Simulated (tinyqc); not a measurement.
Metal gate on a two-layer dielectric stack with fixed charge and a dipole: two steps of the calculation.

Gate, layer 2, layer 1, p-type semiconductor; x runs from the gate inwards. Charges are counted in units of +q. psi is the band bending at the surface, positive towards inversion. Classical charge, Boltzmann statistics, no interface traps.

Parameters, values chosen for the exercise; band and dielectric values close to those of 4H silicon carbide, layer 1 close to silicon dioxide, layer 2 close to hafnium oxide:
```
symbol,value,unit,meaning
T,300,K,temperature
Eg,3.22,eV,band gap
eps_r,9.66,,relative permittivity
Nc,1.71e19,cm^-3,conduction-band density of states at T
Nv,2.52e19,cm^-3,valence-band density of states at T
chi,3.63,eV,electron affinity
Na,3.2e16,cm^-3,acceptor density
pM,4.47,eV,work function of the gate metal
t1,1.2,nm,"thickness of layer 1, next to the semiconductor"
e1,4.02,,relative permittivity of layer 1
t2,3.8,nm,"thickness of layer 2, next to the gate"
e2,22.6,,relative permittivity of layer 2
ps,3.028,V,band bending psi of the working point
```

Constants: q = 1.602176634e-19 C, kB = 1.380649e-23 J/K, Vt = kB T/q, eps0 = 8.8541878128e-14 F/cm where lengths are in cm. Results are converted to the units shown.

Problem 1. Equivalent thickness and work-function difference. EOT = 3.9 (t1/e1 + t2/e2), Cox = eps0/(t1/e1 + t2/e2); phi_ms = pM - (chi + Eg - Vt ln(Nv/Na)).

Wanted: EOT; Cox; share of layer 1 in the EOT; phi_ms.

Solution 1.

EOT = 1.820 nm
Cox = 1.897 uF/cm^2
share of layer 1 in the EOT = 63.97 %
phi_ms = -2.208 V

Problem 2. Charge in the semiconductor. ni = sqrt(Nc Nv) exp(-Eg/(2 Vt)), Eg in volts. Qs = -sign(psi) sqrt(2 q eps0 eps_r Na Vt [exp(-u) + u - 1 + (ni/Na)^2 (exp(u) - u - 1)]), u = psi/Vt.

Wanted: Qs.

Solution 2.

Qs = -0.2883 uC/cm^2

The surface is in strong inversion: psi exceeds 2 Vt ln(Na/ni) = 2.89 V.

Numbers from tinyqc (`OMP_NUM_THREADS=1 python tinyqc.py 2010029 2010030 out.jsonl`; about 0.01 s on one thread of a shared Intel Xeon 2.30GHz).
